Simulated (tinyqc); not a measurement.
# Trap spacing and activation energy from three currents

Question. In its exponential range, without heating, an amorphous layer of thickness ua passes I = (I0/2) exp[-(Ea - q V dz/(2 ua))/kB T]. Find dz, Ea and I0.

Parameters, values chosen for the exercise: amorphous thickness ua = 22 nm.

Constants: q = 1.602176634e-19 C, kB = 1.380649e-23 J/K. Results are converted to the units shown.

I at (0.96 V, 330 K), (1.4 V, 330 K) and (1.4 V, 370 K) (nA): [93.327776, 454.20655, 1035.6842]

Answer. The two voltages give dz/ua, the two temperatures the lowered barrier.

dz = 4.50 nm
Ea = 0.360 eV
I0 = 1.86 mA

Program tinyqc, `OMP_NUM_THREADS=1 python tinyqc.py 2490033 2490034 out.jsonl`; Intel Xeon 2.30GHz, shared host, one thread, about 0.01 s.
